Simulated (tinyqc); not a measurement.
UHF in the 6-311g basis, for H2-, spin multiplicity 2, step by step. The basis has no diffuse functions, so it cannot describe the extra electron: this is an exercise in the method, not the real anion. One step of it, computed by the program tinyqc.

Task: Iteration 2: diagonalisation and new density. A level shift of 0.5 hartree raises the virtual space: F + shift (S - S D(s) S), with D(s) the density of one spin. Diagonalise F' = X^T F X, C = X C', fill 2 alpha and 1 beta electrons from the bottom; D(s) = C_occ C_occ^T. Each column has its largest component positive (the first on a tie).

F(alpha) (hartree), order 1H 1s, 1H 2s, 1H 3s, 2H 1s, 2H 2s, 2H 3s:
```
[[0.916569, -0.201021, -0.343025, -0.121772, -0.166833, -0.227109],
 [-0.201021, -0.028045, -0.162147, -0.166833, -0.141931, -0.165198],
 [-0.343025, -0.162147, -0.037464, -0.227109, -0.165198, -0.078862],
 [-0.121772, -0.166833, -0.227109, 0.916569, -0.201021, -0.343025],
 [-0.166833, -0.141931, -0.165198, -0.201021, -0.028045, -0.162147],
 [-0.227109, -0.165198, -0.078862, -0.343025, -0.162147, -0.037464]]
```

F(beta) (hartree), order 1H 1s, 1H 2s, 1H 3s, 2H 1s, 2H 2s, 2H 3s:
```
[[1.270214, 0.075948, -0.190879, -0.207284, -0.196904, -0.194490],
 [0.075948, 0.216129, -0.017380, -0.196904, -0.139418, -0.121388],
 [-0.190879, -0.017380, 0.057652, -0.194490, -0.121388, -0.028590],
 [-0.207284, -0.196904, -0.194490, 1.270214, 0.075948, -0.190879],
 [-0.196904, -0.139418, -0.121388, 0.075948, 0.216129, -0.017380],
 [-0.194490, -0.121388, -0.028590, -0.190879, -0.017380, 0.057652]]
```

X, order 1H 1s, 1H 2s, 1H 3s, 2H 1s, 2H 2s, 2H 3s:
```
[[1.375561, -0.751645, 0.209922, 0.044332, 0.010834, -0.049003],
 [-0.751645, 2.165425, -1.035588, 0.010834, -0.327169, 0.236811],
 [0.209922, -1.035588, 2.230627, -0.049003, 0.236811, -1.023716],
 [0.044332, 0.010834, -0.049003, 1.375561, -0.751645, 0.209922],
 [0.010834, -0.327169, 0.236811, -0.751645, 2.165425, -1.035588],
 [-0.049003, 0.236811, -1.023716, 0.209922, -1.035588, 2.230627]]
```

D(alpha) after iteration 1, order 1H 1s, 1H 2s, 1H 3s, 2H 1s, 2H 2s, 2H 3s:
```
[[0.051078, 0.130735, 0.138588, -0.035439, -0.091856, -0.084719],
 [0.130735, 0.334668, 0.354225, -0.091856, -0.238013, -0.220301],
 [0.138588, 0.354225, 0.380969, -0.084719, -0.220301, -0.195406],
 [-0.035439, -0.091856, -0.084719, 0.051078, 0.130735, 0.138588],
 [-0.091856, -0.238013, -0.220301, 0.130735, 0.334668, 0.354225],
 [-0.084719, -0.220301, -0.195406, 0.138588, 0.354225, 0.380969]]
```

D(beta) after iteration 1, order 1H 1s, 1H 2s, 1H 3s, 2H 1s, 2H 2s, 2H 3s:
```
[[0.003019, 0.010616, 0.019008, 0.003019, 0.010616, 0.019008],
 [0.010616, 0.037326, 0.066831, 0.010616, 0.037326, 0.066831],
 [0.019008, 0.066831, 0.119660, 0.019008, 0.066831, 0.119660],
 [0.003019, 0.010616, 0.019008, 0.003019, 0.010616, 0.019008],
 [0.010616, 0.037326, 0.066831, 0.010616, 0.037326, 0.066831],
 [0.019008, 0.066831, 0.119660, 0.019008, 0.066831, 0.119660]]
```

overlap S, order 1H 1s, 1H 2s, 1H 3s, 2H 1s, 2H 2s, 2H 3s:
```
[[1.000000, 0.706377, 0.373664, 0.066279, 0.235729, 0.249855],
 [0.706377, 1.000000, 0.788963, 0.235729, 0.500957, 0.566405],
 [0.373664, 0.788963, 1.000000, 0.249855, 0.566405, 0.804163],
 [0.066279, 0.235729, 0.249855, 1.000000, 0.706377, 0.373664],
 [0.235729, 0.500957, 0.566405, 0.706377, 1.000000, 0.788963],
 [0.249855, 0.566405, 0.804163, 0.373664, 0.788963, 1.000000]]
```

Give: F' = X^T F X; orbital energies; coefficients C; F' = X^T F X; orbital energies; coefficients C; D(alpha) after iteration 2; D(beta) after iteration 2.

Result:

F' = X^T F X (alpha) (hartree):
```
[[2.3995, -1.4046, -0.1651, 0.1447, -0.0231, -0.0899],
 [-1.4046, 1.4517, -0.6170, -0.0231, -0.0637, -0.0152],
 [-0.1651, -0.6170, 0.6869, -0.0899, -0.0152, -0.1986],
 [0.1447, -0.0231, -0.0899, 2.3995, -1.4046, -0.1651],
 [-0.0231, -0.0637, -0.0152, -1.4046, 1.4517, -0.6170],
 [-0.0899, -0.0152, -0.1986, -0.1651, -0.6170, 0.6869]]
```

orbital energies (alpha) (hartree): [-0.2129, 0.0953, 1.1201, 1.2056, 3.3548, 3.5133]

coefficients C (alpha), order 1H 1s, 1H 2s, 1H 3s, 2H 1s, 2H 2s, 2H 3s:
```
[[0.1405, 0.1653, 0.0539, -0.0608, -1.0859, -1.1282],
 [0.2067, 0.4523, 0.9006, -1.1626, 1.6281, 1.1955],
 [0.2872, 0.7688, -0.8775, 2.1344, -0.9958, -0.4558],
 [0.1405, -0.1653, 0.0539, 0.0608, 1.0859, -1.1282],
 [0.2067, -0.4523, 0.9006, 1.1626, -1.6281, 1.1955],
 [0.2872, -0.7688, -0.8775, -2.1344, 0.9958, -0.4558]]
```

F' = X^T F X (beta) (hartree):
```
[[2.7487, -1.1543, -0.0267, 0.0103, -0.1757, -0.1611],
 [-1.1543, 1.7429, -0.4673, -0.1757, -0.2748, -0.1335],
 [-0.0267, -0.4673, 0.7664, -0.1611, -0.1335, -0.2866],
 [0.0103, -0.1757, -0.1611, 2.7487, -1.1543, -0.0267],
 [-0.1757, -0.2748, -0.1335, -1.1543, 1.7429, -0.4673],
 [-0.1611, -0.1335, -0.2866, -0.0267, -0.4673, 0.7664]]
```

orbital energies (beta) (hartree): [-0.0602, 0.9228, 1.1668, 1.4275, 3.4589, 3.6005]

coefficients C (beta), order 1H 1s, 1H 2s, 1H 3s, 2H 1s, 2H 2s, 2H 3s:
```
[[0.1070, 0.0886, 0.0410, -0.0786, -1.0937, -1.1324],
 [0.1548, -0.1634, 0.9419, -1.3159, 1.5648, 1.1712],
 [0.3533, 1.7216, -0.8584, 1.5043, -0.9549, -0.4456],
 [0.1070, -0.0886, 0.0410, 0.0786, 1.0937, -1.1324],
 [0.1548, 0.1634, 0.9419, 1.3159, -1.5648, 1.1712],
 [0.3533, -1.7216, -0.8584, -1.5043, 0.9549, -0.4456]]
```

D(alpha) after iteration 2, order 1H 1s, 1H 2s, 1H 3s, 2H 1s, 2H 2s, 2H 3s:
```
[[0.0471, 0.1038, 0.1675, -0.0076, -0.0457, -0.0868],
 [0.1038, 0.2473, 0.4071, -0.0457, -0.1618, -0.2884],
 [0.1675, 0.4071, 0.6736, -0.0868, -0.2884, -0.5086],
 [-0.0076, -0.0457, -0.0868, 0.0471, 0.1038, 0.1675],
 [-0.0457, -0.1618, -0.2884, 0.1038, 0.2473, 0.4071],
 [-0.0868, -0.2884, -0.5086, 0.1675, 0.4071, 0.6736]]
```

D(beta) after iteration 2, order 1H 1s, 1H 2s, 1H 3s, 2H 1s, 2H 2s, 2H 3s:
```
[[0.0114, 0.0166, 0.0378, 0.0114, 0.0166, 0.0378],
 [0.0166, 0.0240, 0.0547, 0.0166, 0.0240, 0.0547],
 [0.0378, 0.0547, 0.1248, 0.0378, 0.0547, 0.1248],
 [0.0114, 0.0166, 0.0378, 0.0114, 0.0166, 0.0378],
 [0.0166, 0.0240, 0.0547, 0.0166, 0.0240, 0.0547],
 [0.0378, 0.0547, 0.1248, 0.0378, 0.0547, 0.1248]]
```
